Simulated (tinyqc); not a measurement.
CIS and TDHF on RHF in the sto-3g basis, for H4, spin multiplicity 1, step by step. One step of it, computed by the program tinyqc.

Problem. TDHF (RPA) triplet states. B(ia,jb) = - (ib|ja); the squared energies are the eigenvalues of (A - B)(A + B); 1 hartree = 27.211386 eV.

CIS matrix A, triplet (hartree):
```
          1>3       1>4       2>3       2>4
1>3  0.419159  0.000000  0.000000  0.196707
1>4  0.000000  0.604285  0.196707  0.000000
2>3  0.000000  0.196707  0.336359  0.000000
2>4  0.196707  0.000000  0.000000  0.530031
```

Two-electron integrals over orbitals (pq|rs), unique and non-zero (hartree):
```
(11|11) 0.411702    (21|21) 0.200552    (22|11) 0.404495    (22|22) 0.410761
(31|11) -0.038084   (31|22) -0.001871   (31|31) 0.108510    (32|21) 0.056904
(32|32) 0.103670    (33|11) 0.402551    (33|22) 0.403965    (33|31) -0.006840
(33|33) 0.418357    (41|21) 0.014986    (41|32) -0.085911   (41|41) 0.094186
(42|11) 0.045546    (42|22) 0.011946    (42|31) -0.107934   (42|33) 0.009302
(42|42) 0.111892    (43|21) -0.196707   (43|32) -0.059070   (43|41) -0.013026
(43|43) 0.208990    (44|11) 0.426147    (44|22) 0.419015    (44|31) -0.041709
(44|33) 0.429674    (44|42) 0.049146    (44|44) 0.459413
```

Give: TDHF matrix B, triplet; squared energies w^2; TDHF energies from the positive w^2.

Solution.

TDHF matrix B, triplet (hartree):
```
         1>3      1>4      2>3      2>4
1>3  -0.1085   0.0000   0.0000   0.0859
1>4   0.0000  -0.0942   0.1079   0.0000
2>3   0.0000   0.1079  -0.1037   0.0000
2>4   0.0859   0.0000   0.0000  -0.1119
```

squared energies w^2 (hartree^2): 0.0156  0.0355  0.4594  0.4972

TDHF energies from the positive w^2 (eV): 3.3980  5.1302  18.4439  19.1869
